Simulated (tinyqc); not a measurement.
Input admittance of a MOSFET at zero drain bias: distributed channel and distributed gate: one step of the calculation.

Source and drain grounded, strong inversion, w = 2 pi f, Cox = eps0 eox/tox. The channel is an RC line of resistance 1/(mu Cox Vo) per square fed from both ends, so one finger has the intrinsic admittance y = i w Cox L tanh(g)/g per width, g = (1/2) sqrt(i w tau), tau = L^2/(mu Vo). The vertical resistance rv/L is in series with y, the overlaps 2 i w Cov in parallel: y_t = 1/(1/y + rv/L) + 2 i w Cov. The gate strip is a line of Rsh/L per length loaded by y_t, so a finger has Y = y_t Wf tanh(k)/k, k = (Wf/sd) sqrt(y_t Rsh/L); the device has Nf Y.

Problem. Input impedance of the device. k and Y as defined; Z = 1/(Nf Y) = R + 1/(i w C); Q = |Im Z|/R; signal at the point farthest from a contact |1/cosh k|.

Inputs (values chosen for the exercise); values of the order met in silicon radio-frequency transistors:

| symbol | value | unit | meaning |
|---|---|---|---|
| L | 1.4 | um | channel length |
| Wf | 12 | um | finger width |
| Nf | 32 |  | number of fingers |
| Rsh | 27 | ohm/square | sheet resistance of the gate |
| sd | 2 |  | number of ends at which a finger is contacted |
| f | 2.6 | GHz | frequency |

y_t = 26.15390+111.88088i uS/um

Find: k; Nf Y; R; C; Q; signal at the far point.

Solution.

k = 0.2213+0.1755i
Nf Y = 11.07+42.41i mS
R = 5.761 ohm
C = 2773 fF
Q = 3.831
signal at the far point = 0.9905

Computed by the program tinyqc: `OMP_NUM_THREADS=1 python tinyqc.py 2262120 2262121 out.jsonl`, one thread of a shared Intel Xeon 2.30GHz, about 0.01 s for the whole run.
